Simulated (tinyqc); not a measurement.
# Worked calculation: single-electron transistor, orthodox theory and master equation

Program tinyqc, `OMP_NUM_THREADS=1 python tinyqc.py 2780041 2780042 out.jsonl`; Intel Xeon 2.30GHz, shared host, one thread, about 0.01 s. Printed values are rounded.

A metal island with n extra electrons joins the left lead (voltage V) and the right lead (0 V) by tunnel junctions and couples to a gate. Cs = CL + CR + Cg. Adding electron n + 1 costs mu(n) = [q (n + 1/2) - CL V - Cg Vg]/Cs (in volts); the Fermi levels are -V (left) and 0 (right). A jump that gains the energy W has the rate G(W) = (W/q)/(R [1 - exp(-W/Vt)]), W in volts, Vt = kB T/q. Sequential tunnelling only; I > 0 flows from left to right.

Parameters, values chosen for the exercise:
- CL = 57 aF (capacitance of the left junction)
- CR = 72 aF (capacitance of the right junction)
- Cg = 38 aF (gate capacitance)
- RL = 100 kohm (resistance of the left junction)
- RR = 100 kohm (resistance of the right junction)
- T = 1.1 K (temperature)
- V = 0.65 mV (bias of the left lead)
- Vg = 3.3 mV (gate voltage)
- n0 = -1 (lowest charge state kept)
- n1 = 2 (highest charge state kept)

Constants: q = 1.602176634e-19 C, kB = 1.380649e-23 J/K, Vt = kB T/q. Results are converted to the units shown.

Range of the model: Cotunnelling, which dominates deep in the blockade, is left out.

## Charging energy and addition levels

q/Cs, the gate period q/Cg, and mu(n) for the transitions kept.

q/Cs = 0.959387 mV
q/Cg = 4.21625 mV
kB T/(q^2/Cs) = 0.0988033
mu(n), n to n + 1, n -1 to 1 (mV): -1.45245  -0.49306  0.46633

## Tunnelling rates

Onto the island: from the left W = -V - mu(n), from the right W = -mu(n); off the island (n + 1 to n): to the left W = mu(n) + V, to the right W = mu(n).

```
n to n + 1, n	on from left (1/ns)	on from right (1/ns)	off to left (1/ns)	off to right (1/ns)
-1	50.0954	90.6547	0.0105509	2.00831e-5
0	2.31218	30.9449	12.1075	0.170441
1	5.35186e-4	0.214109	69.6761	29.3199
```

## Probabilities and current

Steady state: p(n + 1)/p(n) = (sum of on rates)/(sum of off rates), normalised. I = q sum_n [p(n + 1) (off to left) - p(n) (on from left)].

p(n), n -1 to 2: 2.02186e-5  0.269206  0.729192  0.00158104
I = 1.33267 nA
mean n = 0.732334

Two plain resistors in series would pass 3.25 nA; this is 41.0 % of that. 2 charge states hold more than 1 % each.
